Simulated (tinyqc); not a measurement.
Two-band tight binding of a puckered layer: sweeps and comparisons. A value that a table varies takes the place of the one given here.

With X = kx ax/2 and Y = ky ay/2: h = t2 + 2 cos(Y) (t1 exp(iX) + t3 exp(-iX)) + t5 exp(2iX), d = 4 t4 cos(X) cos(Y), H = [[d, h], [h*, d]], E = d -/+ |h|.

Constants: hbar^2/2m0 = 3.80998211 eV angstrom^2.

Inputs chosen for the exercise (near a published set for monolayer black phosphorus; shifted at random, so the results belong to these values and not to a real crystal): ax = 4.48 angstrom (period along x (armchair)); ay = 3.29 angstrom (period along y (zigzag)); t1 = -1.238 eV (along the zigzag); t2 = 3.627 eV (across the pucker); t3 = -0.21 eV (second in the sheet); t4 = -0.11 eV (same sublattice); t5 = -0.056 eV (far across).

## Mass and optical strength against direction

masses (m0):
```
                x        y
electron  0.14431  0.84410
hole      0.15748  1.14655
```

chi = -4.85632 eV angstrom

Angle from x. 1/m(theta) = cos^2/mx + sin^2/my. Near Gamma only x-polarised light couples the bands, with strength chi^2 cos^2(theta), chi = ax (t1 - t3 + t5) = d Im(h)/dkx; the positions of the atoms inside the cell, which would change this dipole but not the masses, are left out. The last column is the transition energy at |k| = 0.1 1/angstrom from the full bands, less the gap.

Against angle:
```
theta (deg)  m_e (m0)  m_h (m0)  strength (eV^2 angstrom^2)  rise of the transition (eV)
0               0.144     0.157                       23.58                       0.4368
15              0.153     0.167                       22.00                       0.4148
30              0.182     0.201                       17.69                       0.3534
45              0.246     0.277                       11.79                       0.2663
60              0.382     0.446                        5.90                       0.1748
75              0.637     0.807                        1.58                       0.1047
85              0.814     1.094                        0.18                       0.0812
90              0.844     1.147                        0.00                       0.0782
```

How do the results move?

The light-mass direction rules: at 45 degrees the electron mass is still 0.246, 1.71 times the value along x, against 5.8 times at 90 degrees. At |k| = 0.1 the transition has risen 5.6 times as much along x as along y.

## Closing the gap

t2 is lowered; h0 = t2 + 2 t1 + 2 t3 + t5, c = hbar^2/2m0. For h0 > 0 the gap is 2 h0 at Gamma. For h0 < 0 the bands touch at kx = 0, cos(Y) = -(t2 + t5)/(2 (t1 + t3)).

Against t2:
```
t2 (eV)  h0 (eV)  gap (eV)  electron mass along x (m0)  ky of the nodes (1/angstrom)
3.8        0.848     1.696                      0.1668                             -
3.6        0.648     1.296                      0.1404                             -
3.4        0.448     0.896                      0.1081                             -
3.2        0.248     0.496                      0.0675                             -
3.0        0.048     0.096                      0.0150                             -
2.8       -0.152     0.000                           -                        0.1978
2.6       -0.352     0.000                           -                        0.3028
2.4       -0.552     0.000                           -                        0.3816
```

What does this show?

The gap closes at t2 = 2.952 eV. On the way the mass along x falls with the gap and tends to 2 c h0/chi^2 as it closes, while that along y stays. Beyond it two Dirac nodes move apart along the zigzag direction, to ky = +/-0.382 1/angstrom in the last row. The mass formula is c/(ex + gx + chi^2/(2 h0)) with chi = ax (t1 - t3 + t5), gx = -ax^2 ((t1 + t3)/4 + t5/2), ex = -t4 ax^2/2.

## What each parameter does

Gap at Gamma and masses m/m0 = c q^2/|E(q) - E(0)| with q = 0.001 1/angstrom, c = hbar^2/2m0. Each row changes one parameter from the base and keeps the others.

Results:
```
case                 gap (eV)   m_e x   m_h x  m_e y  m_h y
base                   1.3500  0.1443  0.1575  0.844  1.147
t1 = -1.208 eV         1.4700  0.1591  0.1752  0.860  1.175
t2 = 3.657 eV          1.4100  0.1485  0.1625  0.844  1.147
t3 = -0.18 eV          1.4700  0.1481  0.1620  0.860  1.175
t4 = -0.08 eV          1.3500  0.1460  0.1555  0.876  1.093
t5 = -0.026 eV         1.4100  0.1559  0.1713  0.844  1.147
ax = 4.614 angstrom    1.3500  0.1361  0.1485  0.844  1.147
```

How do the results move?

The largest shifts from the base row, up to three for each result and ties (the steps differ in size, so this ranks the rows, not the parameters). gap (eV): t1 +0.1200, t3 +0.1200, t2 +0.0600, t5 +0.0600; unchanged at the printed digits by t4 and ax. m_e x: t1 +0.0148, t5 +0.0116, ax -0.0083. m_h x: t1 +0.0178, t5 +0.0139, ax -0.0090. m_e y: t4 +0.031, t1 +0.015, t3 +0.015; unchanged at the printed digits by t2, t5 and ax. m_h y: t4 -0.053, t1 +0.029, t3 +0.029; unchanged at the printed digits by t2, t5 and ax.

Program tinyqc; command `OMP_NUM_THREADS=1 python tinyqc.py 1480528 1480529 out.jsonl`; about 0.01 s on one thread of a shared Intel(R) Xeon(R) Processor @ 2.30GHz.
